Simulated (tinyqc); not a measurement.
Worked calculation: X-ray reflectivity of a thin film on silicon: critical angles, Parratt recursion, fringes and roughness. Computed by tinyqc, a small Python program that keeps every step. Command: `OMP_NUM_THREADS=1 python tinyqc.py 3120333 3120334 out.jsonl xrr walk`. One thread of a shared host (Intel(R) Xeon(R) Processor @ 2.30GHz), about 0.01 s of CPU time with the checks. Intermediate numbers are printed to about 7 digits and carried at full precision; extremes and crossings named in words are read from the listed rows.

n = 1 - delta + i beta; the classical electron radius is r_e = 2.8179403e-6 nm. Layer 0 is vacuum, 1 the film, 2 the substrate.

Inputs (values chosen for the exercise, modelled on copper on silicon, copper K-alpha radiation):

| quantity | value | unit |
|---|---|---|
| wavelength lambda | 0.15406 | nm |
| film density rho | 8.78 | g/cm^3 |
| effective electrons per unit mass, film | 0.454 | mol/g |
| beta/delta, film | 0.024 | - |
| film thickness d | 10.4 | nm |
| roughness of the surface sigma_1 | 0.92 | nm |
| roughness of the interface sigma_2 | 0.7 | nm |
| substrate density | 2.33 | g/cm^3 |
| effective electrons per unit mass, substrate | 0.507 | mol/g |
| beta/delta, substrate | 0.023 | - |
| grazing angle theta | 1.36 | degrees |

Constants: N_A = 6.02214076e+23 1/mol.

## Optical constants

delta = r_e lambda^2 rho_e/(2 pi), rho_e = density x electrons per mass x N_A; critical angle sqrt(2 delta), q_c = 4 sqrt(pi r_e rho_e).

Constants:

| layer | rho_e (1/nm^3) | delta | beta | critical angle (degrees) | q_c (1/nm) |
|---|---|---|---|---|---|
| film | 2400.498 | 2.555248e-05 | 6.132594e-07 | 0.4095945 | 0.5831113 |
| substrate | 711.402 | 7.572626e-06 | 1.741704e-07 | 0.2229774 | 0.3174375 |

The film is denser in electrons than the substrate; X-rays tunnel through a film of a few nanometres, so the edge of total reflection moves to the value of the film only as it thickens.

## Critical angle of the film

The formulas are those given above.

critical angle of the film = 0.4095945 degrees

## Reflectivity at one angle

k_j = (2 pi/lambda) sqrt(sin^2 theta - 2 delta_j + 2 i beta_j); r_ij = (k_i - k_j)/(k_i + k_j) x exp(-2 k_i k_j sigma^2) (Nevot-Croce); r = (r_01 + r_12 p)/(1 + r_01 r_12 p), p = exp(2 i k_1 d); R = |r|^2.

k_0, k_1, k_2 (1/nm): 0.9679780  0.9230265+0.0011051i  0.9548768+0.0003034i

1000 r_01 = 5.238049-0.141331i

1000 r_12 = -7.149843+0.194703i

p = 0.9182288+0.3345498i

reflectivity R = 7.482769e-06

q = 4 pi sin(theta)/lambda = 1.935956 1/nm

## Fringe period, contrast and decay

Far above the critical angle the period is d theta = lambda/(2 d), or 2 pi/d in q; the envelope runs between (|r_01| - |r_12 p|)^2 and (|r_01| + |r_12 p|)^2; contrast = 2 a b/(a^2 + b^2) with a = |r_01|, b = |r_12 p|; roughness factors on the amplitudes are about exp(-q^2 sigma^2/2).

period in theta = 0.4243744 degrees

period in q = 0.6041524 1/nm

contrast = 0.9598711

roughness factor, surface = 0.2047180

roughness factor, interface = 0.3992204

## Thickness from the minima

Minima of R theta^4 are located on 6001 points over 7.5 periods, from 1.15 times the larger critical angle. With refraction, sin^2(theta_m) = 2 delta + m^2 (lambda/(2 d))^2, m integer or half-integer; the first six minima are used, and the first order is the one that minimises the largest residual of the least-squares line plus the distance of its intercept from 2 delta. Without refraction, d = lambda/(2 x mean step of sin theta).

Minima:

| order m | theta (degrees) | sin^2 theta |
|---|---|---|
| 1 | 0.590389 | 0.000106173 |
| 2 | 0.942620 | 0.000270638 |
| 3 | 1.336757 | 0.000544228 |
| 4 | 1.747870 | 0.000930333 |
| 5 | 2.177019 | 0.001443013 |

d with refraction = 10.32686 nm

d without refraction = 11.13031 nm

Against d = 10.4 nm the errors are -0.70 % with and +7.02 % without refraction. The orders are integers, as r_01 and r_12 have opposite signs for a film denser than the substrate.

## Which roughness does what

R is averaged over one period above each angle (64 points); contrast = (max - min)/(max + min) of R theta^4 over that period. Cases: smooth; only sigma_1; only sigma_2; both.

Mean R and contrast:

| theta (degrees) | R smooth | contrast | R, sigma_1 | contrast, sigma_1 | R, sigma_2 | contrast, sigma_2 | R, both | contrast, both |
|---|---|---|---|---|---|---|---|---|
| 0.8 | 0.003386757 | 0.9349072 | 1.675584e-03 | 9.544525e-01 | 0.002794466 | 7.834248e-01 | 1.082865e-03 | 0.9977715 |
| 1.2 | 0.000708463 | 0.9364685 | 2.570180e-04 | 5.940473e-01 | 0.000529845 | 5.262321e-01 | 6.096587e-05 | 0.9721324 |
| 1.8 | 0.000185012 | 0.9379519 | 5.817886e-05 | 1.194662e-01 | 0.000121731 | 1.992312e-01 | 1.797035e-06 | 0.8097680 |
| 2.5 | 0.000046160 | 0.9384955 | 1.663370e-05 | 6.050887e-03 | 0.000033837 | 4.171188e-02 | 1.537113e-08 | 0.8002737 |
| 3.5 | 0.000015024 | 0.9393140 | 4.668420e-06 | 5.542137e-04 | 0.000009552 | 2.162993e-03 | 9.859618e-12 | 0.9105553 |

At 2.5 degrees sigma_1 alone multiplies the mean R by 0.36 and sigma_2 alone by 0.73; the contrast goes from 0.94 (smooth) to 0.01 and 0.04.

Checks made by the program: smooth bare substrate far above q_c against (q_c/2q)^4 (relative difference 1e-03).
